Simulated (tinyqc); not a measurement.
The basis set: RHF and MP2 along a ladder of basis sets, for H2, spin multiplicity 1. Computed by the program tinyqc with PySCF. Same geometry throughout; the dipole is taken about the origin.

Geometry (angstrom):

| atom | x | y | z |
|---|---|---|---|
| H | 0.0000 | 0.0000 | 0.0000 |
| H | 0.0000 | 0.0000 | 0.6610 |

RHF and frozen-core MP2 in a ladder of bases:

| basis | functions | E(RHF) (hartree) | E(MP2 corr) (hartree) | HOMO (eV) | LUMO (eV) | dipole (debye) |
|---|---|---|---|---|---|---|
| sto-3g | 2 | -1.114521 | -0.011403 | -16.6707 | 20.6687 | 0.0000 |
| 6-31g | 4 | -1.122747 | -0.016519 | -16.8983 | 7.0528 | 0.0000 |
| 6-31g** | 10 | -1.126948 | -0.026200 | -16.8841 | 7.0623 | 0.0000 |
| cc-pvdz | 10 | -1.122214 | -0.025636 | -16.8043 | 5.7709 | 0.0000 |
| aug-cc-pvdz | 18 | -1.122336 | -0.026530 | -16.8171 | 1.6972 | 0.0000 |
| cc-pvtz | 28 | -1.128452 | -0.031425 | -16.8796 | 4.8318 | 0.0000 |

Estimate the missing row, basis = 3-21g.

Computed row:
```
basis  functions  E(RHF) (hartree)  E(MP2 corr) (hartree)  HOMO (eV)  LUMO (eV)  dipole (debye)
3-21g          4         -1.118229              -0.016584   -16.8216     7.8097          0.0000
```

From cc-pVDZ to cc-pVTZ the RHF energy falls by 6.2 mhartree and the correlation energy by 5.8. If valence correlation converges as X^-3, (27 E(T) - 8 E(D))/19 gives -0.0339 hartree, a rough estimate from such small X that usually falls short; STO-3G holds about 34 % of it. Beyond STO-3G the LUMO moves by 6.1 eV and the HOMO by 0.1 eV; diffuse functions lower the positive LUMO sharply, since an unbound virtual level tracks the most diffuse function.
